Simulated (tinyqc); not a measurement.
Inside a calculation: double quantum well by finite differences. Values are carried at full precision from step to step, so a last printed digit may differ when a step is redone from the rounded ones.

Finite differences on points z_i at the centres of cells of width h: H_ii = (c/h^2)(1/m_(i-1/2) + 1/m_(i+1/2)) + V_i, H_(i,i+1) = -(c/h^2)/m_(i+1/2), where m_(i+1/2) is the mean of the masses at the two points (the end values are repeated outwards), psi = 0 on the points beyond both ends, c = hbar^2/2m0. The field adds e F (z - z0) with z0 the middle of the structure; 1 kV/cm = 1e-5 eV/angstrom.

Constants: hbar^2/2m0 = 3.80998211 eV angstrom^2.

Values chosen for the exercise (near those of a GaAs well in AlGaAs; shifted at random, so the results belong to these values and not to a real crystal):
- layers = ((76, 0.194, 0.0869), (57, 0, 0.0665), (38, 0.194, 0.0869), (76, 0, 0.0665), (76, 0.194, 0.0869)) (each layer: thickness in angstrom, band edge in eV, mass in m0)
- F = 30 kV/cm (field along z)
- h = 19 angstrom (cell width of the coarse grid)
- hf = 1.1875 angstrom (cell width of the fine grid)

## The coarse grid

List the points, the potential with the field, and the masses.

Grid:
```
i,z (angstrom),V (eV),m (m0)
1,9.5,0.1484,0.0869
2,28.5,0.1541,0.0869
3,47.5,0.1598,0.0869
4,66.5,0.1655,0.0869
5,85.5,-0.0228,0.0665
6,104.5,-0.0171,0.0665
7,123.5,-0.0114,0.0665
8,142.5,0.1883,0.0869
9,161.5,0.1940,0.0869
10,180.5,0.0057,0.0665
11,199.5,0.0114,0.0665
12,218.5,0.0171,0.0665
13,237.5,0.0228,0.0665
14,256.5,0.2225,0.0869
15,275.5,0.2282,0.0869
16,294.5,0.2339,0.0869
17,313.5,0.2396,0.0869
```

## The tridiagonal Hamiltonian

Form the diagonal and the neighbouring elements; V in the grid already includes the field.

diagonal H_ii (eV): 0.3913  0.3970  0.4027  0.4246  0.2735  0.3003  0.2849  0.4474  0.4531  0.3020  0.3288  0.3345  0.3191  0.4816  0.4711  0.4768  0.4825

H_(i,i+1) (eV): -0.1214  -0.1214  -0.1214  -0.1376  -0.1587  -0.1587  -0.1376  -0.1214  -0.1376  -0.1587  -0.1587  -0.1587  -0.1376  -0.1214  -0.1214  -0.1214

## Lowest levels on the coarse grid

Diagonalise the symmetric tridiagonal matrix; give the three lowest levels and the weights u_i^2 (sum 1) of the two lowest.

levels (eV): 0.0349  0.0523  0.1551

weights on the points:
```
,1,2,3,4,5,6,7,8,9,10,11,12,13,14,15,16,17
level 1,0.000,0.001,0.006,0.043,0.271,0.362,0.236,0.036,0.008,0.012,0.012,0.008,0.003,0.000,0.000,0.000,0.000
level 2,0.000,0.000,0.000,0.003,0.016,0.017,0.006,0.000,0.024,0.190,0.303,0.274,0.145,0.018,0.002,0.000,0.000
```

## Halving the cell width

The same with h, h/2, ..., h/32. The end points move with h, since psi vanishes half a cell beyond the structure. Richardson value (4 E(h/32) - E(h/16))/3.

Convergence:
```
cell (angstrom),points,E1 (eV),E2 (eV),E1 - finest (meV)
19.0000,17,0.03489,0.05226,-6.668
9.5000,34,0.03975,0.05555,-1.815
4.7500,68,0.04110,0.05648,-0.460
2.3750,136,0.04145,0.05672,-0.111
1.1875,272,0.04154,0.05678,-0.022
0.5938,544,0.04156,0.05679,0.000
```

Richardson values of E1, E2 (eV): 0.04157  0.05680

The coarse grid is 6.7 meV too low in E1. The last differences between rows shrink by a factor 4.0 (4 for a pure h^2 error, 2 for one linear in h).

## Positions and dipoles on the fine grid

With h sum psi^2 = 1: <z - z0> of three levels, |z_12| and |z_13|, the mass m1 from 1/m1 = <1|1/m|1>, and f_1j = (m1/c)(E_j - E_1) z_1j^2.

levels (eV): 0.0415  0.0568  0.1665

<z - z0> (angstrom): -53.1  39.6  14.6

|z_12|, |z_13| (angstrom): 23.11  8.99

m1 = 0.0687 m0

f_12, f_13: 0.147  0.182

Parity is broken, so the 1-3 transition is allowed, with 1.2 times the strength of 1-2. E2 - E1 = 15.2 meV, a wavelength of 81.4 micrometre (hc = 1239.841984 eV nm). Level 3 lies above the lowest point of the outer barriers, so it is a resonance or a state of the finite grid, and values that rest on it depend on the ends of the grid.

## Checks

- E1 at zero field on the grid h/32 against transfer matrices between the same hard ends, eV: both 0.0415.

Run: tinyqc, `OMP_NUM_THREADS=1 python tinyqc.py 1281197 1281198 out.jsonl`; Intel(R) Xeon(R) Processor @ 2.30GHz, one thread, shared host; about 0.05 s of CPU time with all checks.
